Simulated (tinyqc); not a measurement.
## A double barrier with mass mismatch, transfer matrices: transmission against energy

One electron of energy E comes from the left lead (band edge 0); no transverse momentum. Parabolic bands, masses in units of m0, C = hbar^2/(2 m0); psi and psi'/m are continuous at every interface. Barrier d1, well Lw, barrier d2; the right lead equals the left one.

For the pair (psi, psi'/m) a flat layer has M = [[cos kd, (m/k) sin kd], [-(k/m) sin kd, cos kd]] with k = sqrt(m (E - U)/C) above its edge U, and M = [[cosh Kd, (m/K) sinh Kd], [(K/m) sinh Kd, cosh Kd]] with K = sqrt(m (U - E)/C) below it. The matrices are multiplied with later layers to the left. With M acting on (psi, psi'/m) and v = k/m in each lead, T(E) = 4 vL vR/[(vL vR M12 - M21)^2 + (vR M11 + vL M22)^2]. The last column is exp(-2 sum K d) over the layers with U > E.

Inputs (values chosen for the exercise); masses and offsets close to those of GaN wells and AlGaN barriers:
```
symbol  value  unit                       meaning
mL        0.2    m0         mass in the left lead
U1        0.6    eV                barrier height
m1       0.28    m0                  barrier mass
d1        1.4    nm    width of the first barrier
Lw          2    nm  well width (edge 0, mass mL)
d2        1.4    nm   width of the second barrier
```

Constants: q = 1.602176634e-19 C, hbar = 1.054571817e-34 J s, m0 = 9.1093837015e-31 kg, hbar^2/(2 m0) = 0.0380998212 eV nm^2. Results are converted to the units shown.

Results:

| E (eV) | T(E) | exp(-2 sum K d) |
|---|---|---|
| 0.048 | 7.725e-6 | 1.263e-5 |
| 0.142 | 0.001670 | 3.452e-5 |
| 0.236 | 0.001283 | 1.052e-4 |
| 0.329 | 0.001384 | 3.696e-4 |
| 0.423 | 0.004074 | 0.001683 |
| 0.517 | 0.02703 | 0.01261 |
| 0.705 | 0.1968 | 1.000 |
| 0.799 | 0.1562 | 1.000 |
| 0.892 | 0.2531 | 1.000 |
| 0.986 | 0.5413 | 1.000 |
| 1.08 | 0.9103 | 1.000 |

Estimate the missing row, E = 0.611 eV.

Computed row:

| E (eV) | T(E) | exp(-2 sum K d) |
|---|---|---|
| 0.611 | 0.9046 | 1.000 |

With this row back in the table: T(E) runs from 7.72e-6 at 0.048 eV to 0.910 at 1.08 eV; among the rows its largest value is 0.910 at 1.08 eV. Below the barriers it exceeds exp(-2 sum K d) by up to a factor of 48.4 (at 0.142 eV), which marks a resonance or miniband close to that energy.

Range of the model: Masses are held fixed, although real bands cease to be parabolic a few tenths of an eV from their edges (inside a barrier too).

Program tinyqc, `OMP_NUM_THREADS=1 python tinyqc.py 2560029 2560030 out.jsonl`; Intel Xeon 2.30GHz, shared host, one thread, about 0.04 s.
